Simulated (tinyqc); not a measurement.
Off-state leakage of single and stacked transistors: one step of the calculation.

n-channel devices of unit width. Subthreshold current I(Vg, Vs, Vd) = I0 (T/300 K)^0.5 exp[(Vg - Vs - VT(T) - gb (Vs - Vb) + dd (Vd - Vs))/(nf Vt)] (1 - exp(-(Vd - Vs)/Vt)), VT(T) = VT - cT (T - 300 K). Gate-edge tunnelling Ig (Vd/1 V) exp(ag (Vd - 1 V)), for a gate at 0 V, and band-to-band leakage Ab u exp(-Bb/u), u = Vd - Vb + 1 V, flow at a drain held at V; both are taken as independent of T. In a stack of off transistors (all gates at 0 V) the same subthreshold current passes through each.

Question. New Vx. Stack of two, Vx the node between them: I_low = I(0, 0, Vx), I_up = I(0, Vx, V), f = ln(I_up/I_low), f' = -(1 + gb + 2 dd)/(nf Vt) - 1/(Vt (exp(Vx/Vt) - 1)) - 1/(Vt (exp((V - Vx)/Vt) - 1)), Vx(new) = Vx - f/f'.

Inputs (values chosen for the exercise); values of the order met in bulk silicon logic transistors:
```
symbol,value,unit,meaning
T,378,K,temperature
V,0.8,V,supply voltage
VT,0.42,V,"threshold at 300 K, zero drain and body bias"
cT,0.5,mV/K,fall of the threshold with temperature
I0,0.5,uA/um,current at threshold at 300 K
nf,1.41,,slope factor
dd,0.04,,drain-induced lowering per volt
gb,0.14,,rise of the threshold per volt of source-body bias
Vb,0,V,body voltage
```

Constants: q = 1.602176634e-19 C, kB = 1.380649e-23 J/K, Vt = kB T/q. Results are converted to the units shown.

Vx after iteration 1 = 0.037687530 V

Wanted: I_low; I_up; f; f'; Vx after iteration 2.

Answer.

I_low = 0.099262 nA/um
I_up = 0.10679 nA/um
f = 0.073144
f' = -40.643 1/V
Vx after iteration 2 = 0.039487 V

Program tinyqc, `OMP_NUM_THREADS=1 python tinyqc.py 2242107 2242108 out.jsonl`; Intel Xeon 2.30GHz, shared host, one thread, about 0.03 s.
